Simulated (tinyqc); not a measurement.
Comparisons within one model: plasmons of a degenerate electron gas in the random-phase approximation. A value that a table varies takes the place of the one given here.

Zero temperature, parabolic band: kF = (3 pi^2 n)^(1/3), EF = c kF^2/m, Ep^2 = 8 pi c e2 n/(m eb), qTF^2 = 6 pi e2 n/(eb EF), c = hbar^2/2m0, e2 = e^2/(4 pi eps0), n in 1/angstrom^3 (1e-24 per 1/cm^3).

Lindhard function: eps(q, E)/eb = 1 + (qTF/q)^2 (f1 + i f2) with z = q/(2 kF), u = E/(hbar vF q), hbar vF = 2 c kF/m; f1 = 1/2 + [h(z - u) + h(z + u)]/(8 z), h(x) = (1 - x^2) ln|(x + 1)/(x - 1)|; f2 = pi u/2 for z + u < 1, (pi/(8 z))(1 - (z - u)^2) for |z - u| < 1 < z + u, else 0. Pairs exist for c (q^2 - 2 q kF)/m < E < c (q^2 + 2 q kF)/m.

Constants: hbar^2/2m0 = 3.80998211 eV angstrom^2; e^2/(4 pi eps0) = 14.39964547 eV angstrom; a0 (Bohr radius) = 0.5291772105 angstrom.

Inputs chosen for the exercise (mass and background constant near those of InP; polar phonons, which mix with the plasmon in the real crystal, and the rise of the mass with filling are left out; not measured data):

| symbol | value | unit | meaning |
|---|---|---|---|
| n | 5.9e+17 | 1/cm^3 | electron density |
| m | 0.0791 | m0 | mass |
| eb | 9.63 |  | background dielectric constant |
| ed | 1 |  | dielectric constant of the surroundings |
| d | 20 | angstrom | film thickness |
| qp | 0.00675 | 1/angstrom | wave vector of the plasmon |

## Dispersion and weight of the plasmon

Short formula: E^2 = Ep^2 + (3/5)(hbar vF q)^2 + (c q^2/m)^2; qc is where the plasmon meets the top of the continuum. The weight is the share of the f-sum that the plasmon carries, 2E/(Ep^2 d(eps/eb)/dE); a dash marks no undamped root.

Energies (meV):

| q (1/angstrom) | q/kF | top of continuum | plasmon | short formula | weight |
|---|---|---|---|---|---|
| 0.00153 | 0.059 | 3.937 | 32.81 | 32.81 | 1.000 |
| 0.00383 | 0.148 | 10.28 | 33.53 | 33.52 | 0.999 |
| 0.00613 | 0.236 | 17.13 | 34.87 | 34.82 | 0.996 |
| 0.00843 | 0.325 | 24.49 | 36.92 | 36.69 | 0.984 |
| 0.0107 | 0.412 | 32.26 | 39.74 | 39.08 | 0.948 |
| 0.0123 | 0.474 | 38.03 | 42.35 | 41.09 | 0.887 |
| 0.0138 | 0.532 | 43.67 | 45.44 | 43.20 | 0.762 |
| 0.0149 | 0.574 | 47.94 | 48.28 | 44.88 | 0.544 |
| 0.0169 | 0.651 | 56.00 | - | 48.25 | - |
| 0.0199 | 0.767 | 68.82 | - | 54.00 | - |

qc = 0.01532 1/angstrom

What can be read from the table?

Ep = 32.68 meV. The plasmon rises from 32.81 to 48.28 meV just before qc, 48 % above Ep. The short formula errs by -0.61 % at q/kF = 0.32 and -7.04 % next to qc. The weight falls from 1.000 to 0.544 as pairs take over the sum.

## Density dependence

n is multiplied by the factor listed.

Results:

| factor | rs | EF (meV) | Ep (meV) | Ep/EF | qc/kF | alpha = 3 EF/(5 Ep) |
|---|---|---|---|---|---|---|
| 0.10 | 2.473 | 6.987 | 10.33 | 1.479 | 0.790 | 0.406 |
| 0.20 | 1.963 | 11.09 | 14.61 | 1.318 | 0.724 | 0.455 |
| 0.50 | 1.446 | 20.43 | 23.11 | 1.131 | 0.645 | 0.530 |
| 1.0 | 1.148 | 32.43 | 32.68 | 1.008 | 0.590 | 0.595 |
| 2.0 | 0.911 | 51.48 | 46.22 | 0.898 | 0.540 | 0.668 |
| 5.0 | 0.671 | 94.82 | 73.07 | 0.771 | 0.480 | 0.779 |
| 10 | 0.533 | 150.5 | 103.3 | 0.687 | 0.439 | 0.874 |

What can be read from the table?

Over two decades Ep grows by 10.0 (n^(1/2)) and EF by 21.5 (n^(2/3)), so Ep/EF falls from 1.479 to 0.687 as sqrt(rs), and qc/kF from 0.790 to 0.439: in a dense gas the plasmon enters the continuum earlier on the scale of kF. alpha is the coefficient in E = Ep + alpha hbar^2 q^2/(m m0). The random-phase values are only rough in the rows with rs above about 2 (up to 2.5 here); in a doped crystal the Mott density, below which donors bind the electrons, lies near rs = 2.4 when rs is formed with the static constant.

## Thin film modes against wave vector (bulk, surface, particle and sheet plasmons)

Drude medium eps = eb (1 - Ep^2/E^2), no retardation. A film of thickness d has modes eps = -ed coth(q d/2) (lower) and eps = -ed tanh(q d/2) (upper); a sheet with ns = n d has E^2 = 4 pi c e2 ns q/(m ed). One surface: eps = -ed; small sphere: eps = -2 ed.

Modes (meV):

| q d | q (1/angstrom) | lower | upper | sheet |
|---|---|---|---|---|
| 0.020 | 0.00100 | 9.686 | 32.66 | 10.14 |
| 0.050 | 0.00250 | 14.39 | 32.64 | 16.03 |
| 0.10 | 0.00500 | 18.63 | 32.60 | 22.68 |
| 0.20 | 0.0100 | 22.87 | 32.51 | 32.07 |
| 0.50 | 0.0250 | 27.39 | 32.27 | 50.71 |
| 1.0 | 0.0500 | 29.53 | 31.92 | 71.71 |
| 2.0 | 0.100 | 30.66 | 31.46 | 101.4 |
| 4.0 | 0.200 | 31.05 | 31.16 | 143.4 |
| 8.0 | 0.400 | 31.10 | 31.11 | 202.8 |

bulk, surface, sphere (meV): 32.68  31.10  29.74

What can be read from the table?

At small q d the lower mode tends to the sheet law sqrt(q) (within 5 % up to q d = 0.02 of the values listed) and the upper one starts near the bulk value. At q d = 8 the two are 0.002 meV apart around the surface value 31.1 meV. Retardation, left out here, matters where q is below about three times sqrt(ed) E/(hbar c), hbar c = 1973.27 eV angstrom: that holds for 0 of the rows (from the top) for the lower mode and 0 for the upper one. From q d = 0.5 on q exceeds half of kF = 0.0259 1/angstrom, where a local dielectric function has failed; it does so earlier, once hbar vF q nears the mode energy. The film is thinner than half a Fermi wavelength, pi/kF, so a real one would be quantised.

## What moves the plasmon

The plasmon is taken at qp. Each row changes one parameter from the base and keeps the others.

Results:

| case | Ep (meV) | plasmon at qp (meV) | qc (1/angstrom) |
|---|---|---|---|
| base | 32.68 | 35.35 | 0.01532 |
| n = 7.08e+17 1/cm^3 | 35.80 | 38.55 | 0.01591 |
| m = 0.091 m0 | 30.47 | 32.64 | 0.01616 |
| eb = 8.667 | 34.45 | 36.98 | 0.01595 |
| qp = 0.00473 1/angstrom | 32.68 | 33.98 | 0.01532 |

How do the results move?

The largest shifts from the base row, up to three for each result and ties (the steps differ in size, so this ranks the rows, not the parameters). Ep (meV): n +3.12, m -2.21, eb +1.77; unchanged at the printed digits by qp. plasmon at qp (meV): n +3.19, m -2.72, eb +1.63. qc (1/angstrom): m +0.000842, eb +0.000629, n +0.000586; unchanged at the printed digits by qp.

tinyqc: `OMP_NUM_THREADS=1 python tinyqc.py 1651560 1651561 out.jsonl`; about 0.01 s, one thread, shared Intel(R) Xeon(R) Processor @ 2.30GHz.
